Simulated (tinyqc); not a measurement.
Self-heating of a transistor with one or more fingers, with temperature-dependent conductivity: one step, computed by the program tinyqc.

N long parallel fingers lie on the top face of a slab whose bottom is held at T_0; the top is otherwise insulated, and heat flows in two dimensions. P in W/mm is 1000 P in W/m.

Task: Correction for the falling conductivity. Kirchhoff transformation for kappa = kappa_0 (T/T_0)^-m: T = T_0 [1 - (m - 1) theta/T_0]^(-1/(m - 1)), where theta is the linear rise. The bracket vanishes at the power P T_0/((m - 1) theta).

Inputs (values chosen for the exercise, modelled on germanium): exponent m in kappa ~ T^-m = 1.28; base temperature T_0 = 358 K; power per gate width P = 0.25 W/mm.

Power: power rises with temperature.

largest theta = 14.48277 K

Give: peak temperature; true rise; true rise / linear rise; power at which the formula diverges.

Result:

peak temperature = 372.87 K

true rise = 14.866 K

true rise / linear rise = 1.0264

power at which the formula diverges = 22.071 W/mm

The falling conductivity adds 2.6 % to the rise.
